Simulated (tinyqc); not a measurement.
Schottky barrier on an n-type semiconductor with a doping step, non-linear Poisson equation by Newton steps: Capacitance-voltage profiling.

One dimension, metal at x = 0, donor density C(x) = N1 for x < x1 and Nd beyond. Energies are counted from the electron Fermi level of the semiconductor and the conduction-band edge is Ec = -psi, so n = Nc exp(psi/Vt); holes follow the Fermi level of the metal, at -V, so p = Nv exp((V - psi - Eg)/Vt). Ends: psi(0) = V - phiB and psi = Vt ln(Nd/Nc) deep inside. Boltzmann statistics, full ionisation, no current, no image force in the Poisson equation.

The Poisson equation d/dx(eps0 eps_r dpsi/dx) = -q (p - n + C) is solved on a mesh of about 1000 nodes or more that ends in neutral material. C_s = q d/dV of the integral of n over x, from the linearised equation. Probed depth w = eps0 eps_r/C_s; apparent doping N_app = C_s^3/(q eps0 eps_r dC_s/dV), the derivative by central differences over +/- 0.02 V.

Values chosen for this exercise; band and dielectric values those of a made-up semiconductor:

| symbol | value | unit | meaning |
|---|---|---|---|
| T | 300 | K | temperature |
| Eg | 1.91 | eV | band gap |
| eps_r | 12 |  | relative permittivity |
| Nc | 7.16e17 | cm^-3 | conduction-band density of states at T |
| Nv | 2.17e19 | cm^-3 | valence-band density of states at T |
| Nd | 3.2e16 | cm^-3 | donor density deep in the semiconductor |
| phiB | 1.03 | eV | barrier height |
| x1 | 150 | nm | depth of the doping step |
| N1 | 1.6e15 | cm^-3 | donor density above the step |

Constants: q = 1.602176634e-19 C, kB = 1.380649e-23 J/K, Vt = kB T/q, eps0 = 8.8541878128e-14 F/cm where lengths are in cm. Results are converted to the units shown.

The same in every row: true C(w) (cm^-3) = 3.20e16.

Capacitance-voltage profiling:

| V (V) | C_s (nF/cm^2) | w (nm) | N_app (cm^-3) | \|E_0\| (kV/cm) |
|---|---|---|---|---|
| 0 | 43.5 | 244 | 3.20e16 | 49.1 |
| -0.5 | 37.5 | 284 | 3.20e16 | 68.1 |
| -1 | 33.4 | 318 | 3.20e16 | 84.7 |
| -1.5 | 30.4 | 349 | 3.20e16 | 99.7 |
| -2 | 28.1 | 378 | 3.20e16 | 113 |
| -2.5 | 26.3 | 404 | 3.20e16 | 126 |
| -3 | 24.8 | 429 | 3.20e16 | 138 |
| -3.5 | 23.5 | 452 | 3.20e16 | 150 |
| -4 | 22.4 | 475 | 3.20e16 | 160 |
| -4.5 | 21.4 | 496 | 3.20e16 | 171 |
| -5 | 20.6 | 517 | 3.20e16 | 181 |

C_s falls from 43.5 to 20.6 nF/cm^2 while the probed depth goes from 244 to 517 nm. The apparent doping stays near 3.20e16 cm^-3. It departs most from the true doping at that depth for V = 0 V, where it is 0.023 % below it; so the doping is read well over the depths probed. The step lies inside the layer that is depleted at zero bias and is not seen.

tinyqc, about 0.09 s, one thread, Intel Xeon 2.30GHz (shared host): `OMP_NUM_THREADS=1 python tinyqc.py 2020093 2020094 out.jsonl`
